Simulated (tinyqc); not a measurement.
Inside a calculation. Model: two-sublattice mean-field magnet: ferrimagnet, compensation points and susceptibility. Computed by tinyqc, a small Python program that keeps every step. Command: `OMP_NUM_THREADS=1 python tinyqc.py 3001392 3001393 out.jsonl ferri walk`. One thread of a shared host (Intel(R) Xeon(R) Processor @ 2.30GHz), about 0.01 s of CPU time with the checks. Intermediate numbers are printed to about 6 digits and carried at full precision; extremes and crossings named in words are read from the listed rows.

A random alloy A(1-x)B(x) with H = -sum over pairs J S_i.S_j. a = <S_A> and b = <S_B> are taken along z, a > 0. Exchange fields: h_A = (1 - x) zJ_AA a + x zJ_AB b, h_B = (1 - x) zJ_AB a + x zJ_BB b; a = S_A B_(S_A)(S_A h_A/(k_B T)) and likewise for b, with the Brillouin function B_S(y) = [(2S + 1)/(2S)] coth[(2S + 1) y/(2S)] - [1/(2S)] coth[y/(2S)].

Inputs (values chosen for the exercise, for a model ferrimagnet): spin S_A = 1.5; spin S_B = 3.5; g factor g_A = 2.2; g factor g_B = 2; fraction x of B sites = 0.22; z J_AA = 20.8 meV; z J_BB = 0.87 meV; z J_AB = -11 meV; T over T_c = 0.76; largest number of steps = 3000.

Constants: k_B = 8.617333262e-05 eV/K.

## Ordering temperature

Linearised, T (a, b) = M (a, b) with M_ij = S_i (S_i + 1) c_j zJ_ij/(3 k_B), c_A = 1 - x, c_B = x. T_c is the larger eigenvalue, and its eigenvector gives b/a at onset, (T_c - M_AA)/M_AB.

M (K), rows A, B:
```
[[235.340, -35.104],
 [-522.726, 11.661]]
```

eigenvalues (K): [-52.163, 299.164]

T_c = 299.164 K

b/a at onset = -1.81816

T = 227.364 K

The antiferromagnetic A-B coupling raises T_c by 64 K over that of A alone.

## First step

Start from a = S_A, b = -S_B and apply the equations once.

h_A = 32.806 meV

h_B = -13.5399 meV

new a = 1.27429

new b = -2.52773

## Self-consistent moments

Repeat from a = S_A, b = -S_B until a and b change by less than 1e-10.

Iteration:
```
step        a         b  largest change
1     1.50000  -3.50000     9.72272e-01
2     1.27429  -2.52773     2.15769e-01
3     1.17506  -2.31196     1.07795e-01
4     1.12946  -2.20416     5.35606e-02
5     1.10579  -2.15060     2.87310e-02
6     1.09304  -2.12187     1.57594e-02
...       ...       ...             ...
35    1.07699  -2.08599     1.09764e-09
36    1.07699  -2.08599     6.22716e-10
37    1.07699  -2.08599     3.53282e-10
38    1.07699  -2.08599     2.00424e-10
39    1.07699  -2.08599     1.13706e-10
40    1.07699  -2.08599     6.45075e-11
```

a = 1.07699

b = -2.08599

last change = 6.45075e-11

a is at 72 % and b at 60 % of saturation: the B spins feel the weaker field per spin and lose their order faster.

## Net moment and spin

Net moment m = (1 - x) g_A a + x g_B b in mu_B per site; net spin s = (1 - x) a + x b. At T = 0, a = S_A and b = -S_B. Effective g = m/s.

net moment m = 0.930279 mu_B

net spin s = 0.381134

m at T = 0 = 1.034 mu_B

effective g = 2.44082

A dominates at T, as at T = 0.

## Compensation temperatures

Net moment m = (1 - x) g_A a + x g_B b in mu_B per site; net spin s = (1 - x) a + x b. T_M: m = 0; T_A: s = 0; searched between 0.02 and 0.97 T_c, and given as 0 if there is no change of sign.

magnetic compensation T_M = 0 K

angular-momentum compensation T_A = 0 K

No compensation in this range.

## Moments against temperature

The formulas are those given above.

Sublattices:
```
T/T_c    T (K)     a/S_A    -b/S_B  m (mu_B)
0.05    14.958  1.000000  0.999992   1.03401
0.15    44.875  0.999859  0.991098   1.04735
0.30    89.749  0.989216  0.938240   1.10135
0.45   134.624  0.947375  0.857900   1.11738
0.60   179.498  0.865971  0.751232   1.07211
0.72   215.398  0.762832  0.640156   0.97769
0.84   251.297  0.605324  0.491773   0.80077
0.92   275.231  0.441414  0.351121   0.59547
0.97   290.189  0.275393  0.216242   0.37585
```

At 0.45 T_c A keeps 0.95 and B 0.86 of saturation. |m| first rises, to 1.117 at 0.45 T_c, because the minority sublattice falls faster (type P).

## Susceptibility above T_c

With a field B, T (a, b) = M (a, b) + (mu_B B/(3 k_B)) (g_A S_A (S_A + 1), g_B S_B (S_B + 1)). chi = m/B per site; C = mu_B [(1 - x) g_A^2 S_A (S_A + 1) + x g_B^2 S_B (S_B + 1)]/(3 k_B); the table gives C/chi, which tends to T - theta.

Inverse susceptibility:
```
T (K)    C/chi (K)  T - C/chi (K)
305.15       45.12    2.60024e+02
329.08      159.94    1.69144e+02
373.95      274.30    9.96574e+01
448.75      392.33    5.64128e+01
598.33      571.42    2.69057e+01
897.49      888.20    9.28815e+00
1495.82    1496.22   -4.04251e-01
2991.64    2997.71   -6.07429e+00
```

T - C/chi sinks from 260 K just above T_c to -6 K at 10 T_c, on its way to the asymptotic theta. The curve of 1/chi is a hyperbola that bends down to zero at T_c = 299 K, so a Curie-Weiss line fitted at high T misses T_c.

Checks made by the program: the fixed point (relative difference below 1e-10).
